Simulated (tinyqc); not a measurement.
Worked calculation: Pariser-Parr-Pople SCF with singles CI, for the molecule C=CC1=CC(=O)C=CC1=O (SMILES; centres numbered as the heavy atoms are written). One step of it, computed by the program tinyqc.

Task: Singles CI, singlets. Over the 4 single excitations with the smallest orbital gaps: A = (e_a - e_i) delta + 2 (ia|jb) - (ij|ab), with (pq|rs) = sum c_mp c_mq gamma_mn c_nr c_ns. f = 2/3 w |mu|^2 in atomic units, mu = sqrt2 sum c_ia sum_m c_mi c_ma R_m.

orbital energies (eV): [-16.750063, -15.273652, -14.064828, -12.795598, -11.181073, -4.539657, -1.582271, 0.064473, 0.842449, 2.783887]

coefficients, order 1C, 2C, 3C, 4C, 5C, 6O, 7C, 8C, 9C, 10O:
```
[[0.077666, -0.026698, 0.328008, 0.084911, 0.536014, -0.250077, 0.488089, 0.272537, -0.434739, 0.164624],
 [0.175473, -0.046175, 0.503821, 0.096203, 0.490783, -0.039609, -0.261954, -0.270719, 0.491158, -0.280009],
 [0.381513, -0.061625, 0.499772, 0.014478, -0.267363, 0.316079, -0.376912, 0.028204, -0.296356, 0.445639],
 [0.307917, 0.156846, 0.323932, -0.045370, -0.533393, -0.293384, 0.417853, -0.278714, -0.058876, -0.383752],
 [0.317375, 0.429436, -0.071130, -0.064478, -0.067558, -0.370661, 0.007837, 0.386956, 0.499092, 0.405954],
 [0.281793, 0.608323, -0.183997, -0.443700, 0.297608, 0.357593, 0.002674, -0.186366, -0.219338, -0.143244],
 [0.283131, 0.173680, -0.261393, 0.524583, 0.052040, -0.336948, -0.450593, 0.088083, -0.360569, -0.298520],
 [0.311503, -0.028212, -0.273362, 0.558919, 0.070567, 0.297399, 0.376960, -0.407278, 0.157082, 0.298293],
 [0.422288, -0.309693, -0.090702, -0.005425, -0.028789, 0.398202, 0.156234, 0.587477, 0.149753, -0.407612],
 [0.432613, -0.536110, -0.306066, -0.438899, 0.119073, -0.352285, -0.082922, -0.265946, -0.064496, 0.138118]]
```

repulsion gamma_rs (eV), order 1C, 2C, 3C, 4C, 5C, 6O, 7C, 8C, 9C, 10O:
```
[[10.940000, 7.495103, 5.219122, 3.663575, 2.865620, 2.322398, 2.760665, 3.271485, 4.654372, 5.407275],
 [7.495103, 10.940000, 7.492722, 5.219286, 3.663071, 2.895622, 3.271898, 3.662935, 5.219125, 4.786768],
 [5.219122, 7.492722, 10.940000, 7.493930, 5.219286, 3.726900, 4.655165, 5.219125, 7.494150, 5.408118],
 [3.663575, 5.219286, 7.493930, 10.940000, 7.492722, 5.407271, 5.219125, 4.653413, 5.218533, 3.726727],
 [2.865620, 3.663071, 5.219286, 7.492722, 10.940000, 8.086992, 7.494150, 5.218533, 4.653745, 3.316618],
 [2.322398, 2.895622, 3.726900, 5.407271, 8.086992, 15.220000, 5.408118, 3.726727, 3.316618, 2.535762],
 [2.760665, 3.271898, 4.655165, 5.219125, 7.494150, 5.408118, 10.940000, 7.493930, 5.219286, 3.726900],
 [3.271485, 3.662935, 5.219125, 4.653413, 5.218533, 3.726727, 7.493930, 10.940000, 7.492722, 5.407271],
 [4.654372, 5.219125, 7.494150, 5.218533, 4.653745, 3.316618, 5.219286, 7.492722, 10.940000, 8.086992],
 [5.407275, 4.786768, 5.408118, 3.726727, 3.316618, 2.535762, 3.726900, 5.407271, 8.086992, 15.220000]]
```

Centres (angstrom, eV; a flat drawing with bonds scaled to 1.40 angstrom):
```
centre          x          y  core charge z          W   gamma_rr
1C      -2.968000  -0.786000              1  10.900000  10.940000
2C      -1.693000  -1.363000              1  10.900000  10.940000
3C      -0.555000  -0.547000              1  10.900000  10.940000
4C       0.720000  -1.125000              1  10.900000  10.940000
5C       1.858000  -0.309000              1  10.900000  10.940000
6O       3.133000  -0.886000              1  19.000000  15.220000
7C       1.720000   1.084000              1  10.900000  10.940000
8C       0.445000   1.662000              1  10.900000  10.940000
9C      -0.693000   0.846000              1  10.900000  10.940000
10O     -1.968000   1.423000              1  19.000000  15.220000
```

Give: singlet CI matrix; singlet excitation energies; oscillator strengths.

Result:

singlet CI matrix (eV), order 5>6, 4>6, 3>6, 5>7:
```
[[2.819, -0.769, 0.303, -0.210],
 [-0.769, 4.147, 0.554, 0.379],
 [0.303, 0.554, 4.635, 0.214],
 [-0.210, 0.379, 0.214, 5.270]]
```

singlet excitation energies (eV): [2.350, 4.174, 4.741, 5.606]

oscillator strengths: [0.109, 0.631, 0.054, 1.606]
